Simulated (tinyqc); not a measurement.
Surface potential of a MOS transistor: implicit equation and explicit approximations: accuracy of the approximations against gate voltage.

p-type body, charge-sheet picture, depletion and inversion only, full ionisation (an idealisation for deep acceptors), Boltzmann statistics (rough once Na exp(x - xn) passes about Nc/7). In units of Vt: xg = (Vg - Vfb)/Vt, x = psi/Vt, G = gamma/sqrt(Vt), xn = (2 phiF + Vc)/Vt. The implicit equation is (xg - x)^2 = G^2 [x - 1 + exp(x - xn)] for x above about 3. Cox = eps0 eox/tox.

ni = sqrt(Nc Nv) exp(-Eg/(2 Vt)), Eg in volts; phiF = Vt ln(Na/ni); gamma = sqrt(2 q eps0 eps_r Na)/Cox; VT = Vfb + Vt (xn + G sqrt(xn - 1)). Depletion value a = 1 + [sqrt(G^2/4 + xg - 1) - G/2]^2; inversion value b = xn + ln[(xg - xn)^2/G^2 - xn + 1] and first guess y = min(a, b) - ln(1 + exp(-|a - b|)) if a > xn + 1, else b = y = a; one second-order correction with D = exp(y - xn), p = 2 (xg - y) + G^2 (1 + D), w = (xg - y)^2 - G^2 (y - 1 + D): z = y + 2 w/(p + sqrt(p^2 - 2 (2 - G^2 D) w)), or the Newton step z = y + w/p where the root is not real. N_inv = (Cox Vt G/q) [sqrt(x - 1 + exp(x - xn)) - sqrt(x - 1)] at the root. Lambert form (Cox m Vt/q) W0[(G/(2 m sqrt(xn - 1))) exp((Vg - VT)/(m Vt))], m = 1 + G/(2 sqrt(xn - 1)). Errors under 1e-4 mV, and the linear form below VT, are printed as 0.

Values chosen for this exercise; band and dielectric values close to those of silicon: temperature T = 250 K; band gap Eg = 1.12 eV; relative permittivity eps_r = 11.9; conduction-band density of states at T Nc = 2.16e19 cm^-3; valence-band density of states at T Nv = 2.03e19 cm^-3; relative permittivity of the gate insulator (close to silicon dioxide) eox = 3.9; insulator thickness tox = 10 nm; acceptor density Na = 1.3e16 cm^-3; flat-band voltage Vfb = -0.76 V; channel-body voltage Vc = 0 V.

Constants: q = 1.602176634e-19 C, kB = 1.380649e-23 J/K, Vt = kB T/q, eps0 = 8.8541878128e-14 F/cm where lengths are in cm. Results are converted to the units shown.

Results:

| Vg (V) | psi (V) | x - xn | error of y (mV) | error of z (mV) | N_inv (cm^-2) | Cox (Vg - VT)/q (cm^-2) | Lambert form (cm^-2) |
|---|---|---|---|---|---|---|---|
| -0.19 | 0.4451 | -16.56 | 0 | 0 | 441.2 | 0 | 254.2 |
| 0.01 | 0.6214 | -8.375 | 5.47e-4 | 0 | 1.326e6 | 0 | 1.102e6 |
| 0.21 | 0.7988 | -0.1394 | 1.83 | -1.82e-4 | 4.369e9 | 0 | 4.385e9 |
| 0.41 | 0.8896 | 4.075 | 17.2 | 4.72 | 2.190e11 | 4.282e11 | 2.313e11 |
| 0.61 | 0.9177 | 5.377 | 11.6 | -0.971 | 5.835e11 | 8.593e11 | 6.123e11 |
| 1.01 | 0.9462 | 6.701 | 7.39 | -0.193 | 1.378e12 | 1.721e12 | 1.431e12 |
| 1.21 | 0.9555 | 7.134 | 6.35 | -0.116 | 1.787e12 | 2.152e12 | 1.849e12 |
| 1.41 | 0.9632 | 7.492 | 5.59 | -0.0769 | 2.200e12 | 2.584e12 | 2.269e12 |

Estimate the missing row, Vg = 0.81 V.

Computed row:

| Vg (V) | psi (V) | x - xn | error of y (mV) | error of z (mV) | N_inv (cm^-2) | Cox (Vg - VT)/q (cm^-2) | Lambert form (cm^-2) |
|---|---|---|---|---|---|---|---|
| 0.81 | 0.9343 | 6.147 | 8.95 | -0.371 | 9.752e11 | 1.290e12 | 1.017e12 |

With this row back in the table: psi rises from 0.445 to 0.963 V and ends 7.5 Vt above 2 phiF + Vc. Among the rows the first guess is off by at most 17 mV (at Vg = 0.41 V) and the corrected value by at most 4.7 mV. In the last row the linear form is 17 % above N_inv and the Lambert form 3.2 % above it; in the first row the Lambert form is 42 % below it. For Vg = 0.81, 1.01, 1.21, 1.41 the electron quasi-Fermi level lies less than 2 Vt below the band edge at the surface, or above it, where degeneracy and confinement, left out, matter.

Computed by the program tinyqc: `OMP_NUM_THREADS=1 python tinyqc.py 2122071 2122072 out.jsonl`, one thread of a shared Intel Xeon 2.30GHz, about 0.01 s for the whole run.
